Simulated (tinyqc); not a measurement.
# Pillar capacitor in an array: capacitance, non-linearity, leakage and relaxation: charge lost after writing

A film between two metal electrodes, each interface adding a series capacitance ci. The small-signal permittivity is ek (1 + aq E^2); the field is found with the linear permittivity. Leakage J = J0 sinh(E/Ef). After a voltage step the film passes a relaxation current kr C V tt^(-nr), tt being the time in seconds. The sidewall is a coaxial capacitor with radii a = dm/2 and b = dm/2 + t, depth AR dm; the end face is left out.

Planar film: Cf = eps0 ek/t, 1/C = 1/Cf + 2/ci, EOT = 3.9 eps0/C, effective permittivity C t/eps0, E = (V/t) C/Cf. A capacitor written for t0 and then left open loses, as a share of C V, kr (tt^(1 - nr) - t0^(1 - nr))/(1 - nr) by relaxation and J tt/(C V) by leakage; both are taken as small, and rows far outside that range are left out.

Inputs (values chosen for the exercise); permittivity of the order of that of zirconium oxide: relative permittivity of the film ek = 38.2; film thickness t = 19 nm; capacitance of each electrode interface (dead layer and screening) ci = 140 uF/cm^2; quadratic field coefficient of the permittivity aq = 0.0048 cm^2/MV^2; bias V = 2.1 V; exponent of the relaxation current nr = 0.948; strength of the relaxation kr = 0.00059; leakage prefactor J0 = 3.5e-11 A/cm^2; field for an e-fold rise of the leakage Ef = 0.49 MV/cm; duration of the write pulse t0 = 1e-8 s.

Constants: eps0 = 8.8541878128e-14 F/cm where lengths are in cm. Results are converted to the units shown.

The same in every row: leakage current (nA/cm^2) = 0.15595.

Result of one run:

| relaxation current (nA/cm^2) | loss by relaxation (%) | loss by leakage (%) | total loss (%) |
|---|---|---|---|
| 169.29 | 0.45763 | 4.2778e-5 | 0.45768 |

Which time since the start of the write pulse tt gave this result: 1e-5, 0.0001, 0.01, 1 or 10 s?

tt = 0.01 s.

The whole series:

| tt (s) | relaxation current (nA/cm^2) | loss by relaxation (%) | loss by leakage (%) | total loss (%) |
|---|---|---|---|---|
| 1e-6 | 1.0486e6 | 0.11780 | 4.2778e-9 | 0.11780 |
| 1e-5 | 1.1820e5 | 0.18816 | 4.2778e-8 | 0.18816 |
| 0.0001 | 13324 | 0.26747 | 4.2778e-7 | 0.26747 |
| 0.001 | 1501.8 | 0.35687 | 4.2778e-6 | 0.35687 |
| 0.01 | 169.29 | 0.45763 | 4.2778e-5 | 0.45768 |
| 0.1 | 19.082 | 0.57122 | 4.2778e-4 | 0.57165 |
| 1 | 2.1509 | 0.69926 | 0.0042778 | 0.70353 |
| 10 | 0.24245 | 0.84358 | 0.042778 | 0.88635 |
| 100 | 0.027329 | 1.0063 | 0.42778 | 1.4340 |
| 1000 | 0.0030805 | 1.1896 | 4.2778 | 5.4674 |

The two currents are equal at tt = 15.9 s. The loss by relaxation grows from 0.118 to 1.19 %, by 0.0704 points over the first decade and 0.183 over the last, while the loss by leakage grows tenfold a decade. Leakage is the larger loss for tt = 1000 s.

Program tinyqc, `OMP_NUM_THREADS=1 python tinyqc.py 2102149 2102150 out.jsonl`; Intel Xeon 2.30GHz, shared host, one thread, about 0.01 s.
